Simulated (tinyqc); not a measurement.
Cluster expansion of a binary alloy: correlations, fit, cross-validation and ground states: one step, computed by the program tinyqc.

s = +1 for A and -1 for B. Energy per site E = J0 + J1 P(point) + sum over clusters of m V P, with P the mean product of spins; V > 0 on a pair favours unlike neighbours. Clusters per site m: pair 1 2, pair 2 2, pair 3 2, triplet 4; the triplet is two first-neighbour bonds at a right angle. Formation energies are counted from the line between pure A and pure B, which removes J0 and J1.

Question. The random alloy and its short-range order. Random alloy: P(pair) = p^2, P(triplet) = p^3, p = 1 - 2x, so H_mix = (p^2 - 1) sum m V(pairs) + (p^3 - p) m Vt; G_mix = H_mix + k_B T [x ln x + (1 - x) ln(1 - x)]. To first order in 1/T the Warren-Cowley parameter of shell 1 is alpha_1 = -(1 - p^2) V_eff/(k_B T), V_eff = V1 + (number of triplets on a first-neighbour bond) p Vt, that number being 4.

Inputs (values chosen for the exercise, for a model alloy):
```
quantity,value,unit
first-pair interaction V1,32.3,meV
second-pair interaction V2,-14,meV
third-pair interaction V3,4.8,meV
triplet interaction Vt,-3.5,meV
temperature T,1400,K
fraction x of B,0.56,-
```

Lattice: square.

Constants: k_B = 8.617333262e-05 eV/K.

Give: mixing enthalpy H_mix; mixing free energy G_mix; alpha_1.

Answer.

mixing enthalpy H_mix = -47.19 meV/site

mixing free energy G_mix = -129.9 meV/site

alpha_1 = -0.2776

alpha_1 < 0: unlike neighbours are preferred. Caution: so large an alpha_1 is beyond the first-order expansion.
